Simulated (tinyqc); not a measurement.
Tersoff bond-order potential: one step, computed by the program tinyqc. Command: `OMP_NUM_THREADS=1 python tinyqc.py 3021520 3021521 out.jsonl tersoff walk`. One thread of a shared host (Intel(R) Xeon(R) Processor @ 2.30GHz), about 0.01 s of CPU time with the checks.

E = (1/2) sum_(i, j != i) [A exp(-lambda r_ij) - b_ij B exp(-mu r_ij)], b_ij = (1 + (beta zeta_ij)^n)^(-1/(2n)), zeta_ij = sum_(k != i, j) g(theta_ijk), g = 1 + c^2/d^2 - c^2/(d^2 + (h - cos theta)^2), with theta at atom i. Only nearest neighbours count (cut-off function 1 for them, 0 beyond).

Task: The diamond lattice. zeta = 3 g(cos theta = -1/3). With z equal bonds of order b, r = ln(lambda A/(mu b B))/(lambda - mu) and E per atom = -(z/2) b B exp(-mu r)(1 - mu/lambda). a0 = 4 r/sqrt3; B0 = phi''(r)/(3 a0) with phi'' = mu (lambda - mu) b B exp(-mu r), since b does not change under uniform scaling.

Inputs (values chosen for the exercise, modelled on germanium):
```
quantity,value,unit
A,1753.6,eV
B,413.86,eV
lambda,2.4451,1/angstrom
mu,1.7047,1/angstrom
beta,8.55e-07,-
n,0.7572,-
c,103200,-
d,15.88,-
h,-0.44,-
```

Constants: 1 eV/angstrom^3 = 160.2176634 GPa.

Give: zeta; bond order b; bond length; energy per atom of the diamond lattice; lattice constant a0; bulk modulus B0.

Result:

zeta = 5719

bond order b = 0.988

bond length = 2.45 angstrom

energy per atom of the diamond lattice = -3.78 eV

lattice constant a0 = 5.67 angstrom

bulk modulus B0 = 74.3 GPa
